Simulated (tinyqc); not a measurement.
Order-disorder in a binary alloy on two sublattices: Bragg-Williams and pair (quasi-chemical) approximations: one step, computed by the program tinyqc.

All z = 4 neighbours of a site lie on the other sublattice. B fills the sublattices with x + eta/2 and x - eta/2; energies are per site, from the pure components: u = -z w y with y the probability of an A-B bond taken in one order.

Question. Energy, entropy and site fractions. a = x + eta/2, b = x - eta/2; u = -z w [x (1 - x) + eta^2/4]; s/k_B = [s2(a) + s2(b)]/2, s2(c) = -c ln c - (1 - c) ln(1 - c); gain on ordering = f(eta) - f(0), f = u - T s. Superlattice over fundamental intensity = [eta (f_B - f_A)/2]^2/[(1 - x) f_A + x f_B]^2.

Inputs (values chosen for the exercise, for a model alloy): ordering energy w = (e_AA + e_BB)/2 - e_AB = 15.5 meV; fraction x of B = 0.46; temperature T = 182 K.

Lattice: square (z = 4).

scattering factors f_A, f_B (electrons): [12, 48]

order parameter eta = 0.9038159

Constants: k_B = 8.617333262e-05 eV/K.

Give: B fraction on its own sublattice; B fraction on the A sublattice; energy u; entropy s; gain on ordering; intensity ratio.

Answer.

B fraction on its own sublattice = 0.9119

B fraction on the A sublattice = 0.008092

energy u = -28.06 meV/site

entropy s = 0.1726 k_B/site

gain on ordering = -4.547 meV/site

intensity ratio = 0.3245

A on the B sublattice: 0.0881, of which 0.0800 is forced by composition.
